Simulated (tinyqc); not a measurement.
## Gate voltage from the surface potential

Inverse problem. At the source end, Vgs + Vsb - Vfb - psi = gamma sqrt(G), G = psi - Vt + Vt exp((psi - 2 phiF - Vsb)/Vt), and the voltage over the insulator is gamma sqrt(G). Find that voltage and Vgs.

Values chosen for this exercise:

| symbol | value | unit | meaning |
|---|---|---|---|
| T | 300 | K | temperature |
| Vfb | -0.57 | V | flat-band voltage |
| Vsb | 0 | V | source-body reverse bias |

Constants: q = 1.602176634e-19 C, kB = 1.380649e-23 J/K, Vt = kB T/q. Results are converted to the units shown.

psi = 0.84967394 V
phiF = 0.32930012 V
gamma = 0.052056296 V^0.5

Solution. In this direction the relation is explicit: no iteration is needed.

voltage over the insulator = 0.3403 V
Vgs = 0.6200 V

Program tinyqc, `OMP_NUM_THREADS=1 python tinyqc.py 2360063 2360064 out.jsonl`; Intel Xeon 2.30GHz, shared host, one thread, about 0.03 s.
